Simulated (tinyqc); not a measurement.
From results back to parameters: donors on two lattice sites with valley-orbit split states. Two cases, with inputs chosen for the exercise.

Problem. The electron density is given and ND is hidden.

Each donor binds at most one electron, in any of its states. For a site s, W_s = sum over its states of g exp(E/kT), and the ionised share is 1/(1 + W_s exp(eta)), eta = (EF - Ec)/kT; n = Nc F_1/2(eta); neutrality n + NA = ND x (mean ionised share, the two sites in equal numbers); holes are neglected. Nc from N = 2 (m kB T/(4 pi c))^(3/2) with c = hbar^2/2m0, in 1/angstrom^3; times 1e24 for 1/cm^3, m = md. F_j(eta) = (1/Gamma(j + 1)) integral_0^infinity x^j dx/(1 + exp(x - eta)), which tends to exp(eta) for eta << 0.

Constants: hbar^2/2m0 = 3.80998211 eV angstrom^2; kB = 8.617333262e-05 eV/K.

Find: eta; mean ionised share; ND.

Method. n/Nc gives eta, eta and W_s give the ionised share, and ND = (n + NA)/share.

Case 1.

Values chosen (near those of nitrogen in 4H-SiC; not measured data): md = 0.829 m0 (density-of-states mass of the conduction band); E = (65, 56.9, 120.1, 71) meV (binding energies of h ground, h excited, k ground, k excited); g = (2, 4, 2, 4) (their degeneracies with spin); T = 500 K; NA = 0 1/cm^3 (compensating acceptors, all ionised).

n = 3.9638e+17 1/cm^3

Solution.

eta = -4.630
mean ionised share = 0.734
ND = 5.4e+17 1/cm^3

Case 2.

Values chosen (near those of nitrogen in 4H-SiC; not measured data): md = 0.808 m0 (density-of-states mass of the conduction band); E = (62, 55.1, 122.2, 76.3) meV (binding energies of h ground, h excited, k ground, k excited); g = (2, 4, 2, 4) (their degeneracies with spin); T = 500 K; NA = 0 1/cm^3 (compensating acceptors, all ionised).

n = 3.7377e+17 1/cm^3

Solution.

eta = -4.650
mean ionised share = 0.733
ND = 5.1e+17 1/cm^3

Computed by tinyqc, one run a case: `OMP_NUM_THREADS=1 python tinyqc.py N N+1 out.jsonl` with N = 1651264, 1651290; one thread of a shared Intel(R) Xeon(R) Processor @ 2.30GHz, about 0.02 s a run at most.
